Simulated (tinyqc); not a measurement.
# Trap density from the capacitance step

Question. A junction with shallow donors Nd and a deep trap has C_HF = eps0 eps_r/W and C_LF = eps0 eps_r (Nd + Nt)/(Nd W + Nt xt), xt = W - lam. Find W, xt and Nt.

Inputs (values chosen for the exercise): relative permittivity eps_r = 11.7; shallow donor density Nd = 5.7e15 cm^-3.

Constants: eps0 = 8.8541878128e-14 F/cm where lengths are in cm. Results are converted to the units shown.

C_HF = 33.283846 nF/cm^2
C_LF = 43.778455 nF/cm^2
lam = 124.06365 nm

Solution. C_HF gives W. With y = C_LF/C_HF, Nt/Nd = (y - 1)/(1 - y xt/W).

W = 311.2 nm
xt = 187.2 nm
Nt = 8.600e15 cm^-3

tinyqc, about 0.01 s, one thread, Intel Xeon 2.30GHz (shared host): `OMP_NUM_THREADS=1 python tinyqc.py 2050109 2050110 out.jsonl`
